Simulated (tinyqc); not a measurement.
From corrosion potential E_corr back to pH: potential-pH (Pourbaix) lines of a metal, its cation, its oxide and an oxyanion, with a complexing ligand. Computed by tinyqc, a small Python program. Command: `OMP_NUM_THREADS=1 python tinyqc.py 3031817 3031818 out.jsonl pourb inv`. One thread of a shared host (Intel(R) Xeon(R) Processor @ 2.30GHz), about 0.03 s of CPU time with the checks.

Potentials are against the standard hydrogen electrode; solids and water have unit activity; dG_f of M, H+ and the electron is zero; F = e N_A and s = R T ln(10)/F. The cation carries z = 2.

Inputs (values chosen for the exercise, for a model metal):
```
quantity                                      value      unit
dG_f of the cation                           -29.94    kJ/mol
dG_f of the oxide                           -246.91    kJ/mol
dG_f of the oxyanion                        -322.42    kJ/mol
dG_f of water                               -237.14    kJ/mol
temperature T                                298.15         K
log10 of the dissolved activity a                -4         -
potential E                                    0.11         V
log10 of the stability constant beta of ML       11         -
pKa of HL                                       9.9         -
total ligand c_L                             0.0028     mol/L
limiting current density i_L                 0.0024    A/cm^2
molar volume V_m                               16.3  cm^3/mol
```

Species: M, M2+, MO, MO2(2-).

exchange current densities, metal and cathodic (A/cm^2): 7.3e-07  4e-12

Tafel slopes, anodic and cathodic (mV/decade): 45  110

Constants: R = 8.314462618 J/(mol K); e = 1.602176634e-19 C; N_A = 6.02214076e+23 1/mol.

Method:
- M2+ + 2e = M; MO + 2H+ + 2e = M + H2O; MO2(2-) + 4H+ + 2e = M + 2H2O. For each, E0 = -dG/(z F), and E = E0 + (s/z) log10 a - (s n_H/z) pH, with no activity term for the oxide.
- The metal is stable below the lowest of the three lines; above it, the species of the lowest line is stable. Water lines at 1 bar: hydrogen E = -s pH, oxygen E = -dG_f(water)/(2F) - s pH.
- The free ligand is c_L/(1 + 10^(pKa - pH)) (ligand in excess); dissolved metal is a in all, so the free cation is a/alpha, alpha = 1 + beta [L]; the cation line drops by (s/z) log10 alpha.
- Anodic i = i0a 10^((E - E_a)/b_a) with E_a the cation line with ligand; cathodic i = i0c 10^((E_c - E)/b_c) with E_c the oxygen line; supply caps the cathodic current, 1/i_c = 1/i(Tafel) + 1/i_L. E_corr makes the two currents equal. Without the cap it would be [b_c E_a + b_a E_c + b_a b_c log10(i0c/i0a)]/(b_a + b_c). Rate = i V_m/(z F). Films are left out.

Question. A run gave the result below. Find the pH, known to lie between 3 and 6.5.

corrosion potential E_corr = -0.2246908 V

Answer.

Each step takes the trial c = (a f_b - b f_a)/(f_b - f_a), f being the result less the target and a, b, c the logarithms of the listed values; c replaces end b, the old b replaces a if the sign of f changed, and otherwise f_a is halved.

Scan of the range:
```
pH    corrosion potential E_corr (V)
3.00                       -0.161446
3.41                       -0.173387
3.88                       -0.187245
4.42                       -0.203259
5.02                       -0.221113
5.71                       -0.241718
6.50                       -0.265433
```

False position (Illinois rule, in the logarithm of the input) inside the bracket:
```
step    end a    end b    trial  corrosion potential E_corr (V)
1     5.02000  5.71000  5.13352                       -0.224498
2     5.71000  5.13352  5.13965                       -0.224681
3     5.71000  5.13965  5.14031                       -0.224700
4     5.13965  5.14031  5.14000                       -0.224691
5     5.14031  5.14000  5.14000                       -0.224691
```

Corrosion potential E_corr falls at every point of a 13-point scan of the range (every second point is shown), so one value fits; it is bracketed by 5.02 and 5.71. Answer: pH = 5.140.

Caution: other oxidation states, hydroxides and hydrides are left out, and the lines say nothing of rates.
